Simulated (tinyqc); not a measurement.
Single-oscillator infrared dielectric function of a polar cubic crystal: one step, computed by the program tinyqc. Command: `OMP_NUM_THREADS=1 python tinyqc.py 3008855 3008856 out.jsonl infrared walk`. One thread of a shared host (Intel(R) Xeon(R) Processor @ 2.30GHz), about 0.01 s of CPU time with the checks.

One ion pair, charges +Z* and -Z*, in a cell of volume Omega = a^3/4. Frequencies omega are given as wavenumbers (1/cm); eps_s is the static dielectric constant.

Question. Optical constants at the probe frequency. eps(omega) = eps_inf + W^2/(omega_TO^2 - omega^2 - i gamma omega) - eps_inf omega_p^2/(omega^2 + i gamma_p omega); n + i k = sqrt(eps) with k >= 0; R = |(n + i k - 1)/(n + i k + 1)|^2 at normal incidence from vacuum. omega is the probe ratio times omega_TO. Intensity decays over 1/(4 pi omega k); the loss function is Im(-1/eps).

Inputs (values chosen for the exercise, for a model crystal):
```
quantity,value,unit
omega_TO,96.8,1/cm
eps_inf,6.75,-
phonon damping gamma,1.4,1/cm
probe frequency / omega_TO,0.829,-
```

Structure: rock salt. Free carriers: present.

W = 534.1596 1/cm

omega_p = 750.8378 1/cm

gamma_p = 257.2256 1/cm

Give: omega; Re eps; Im eps; n; k; reflectivity R; penetration depth of the intensity; loss function.

Answer.

omega = 80.2472 1/cm

Re eps = 51.555

Im eps = 171.73

n = 10.744

k = 7.9921

reflectivity R = 0.78703

penetration depth of the intensity = 1.2408 micrometre

loss function = 0.0053417

Re eps is positive, but k is a large share of n: the wave is absorbed within about a wavelength.
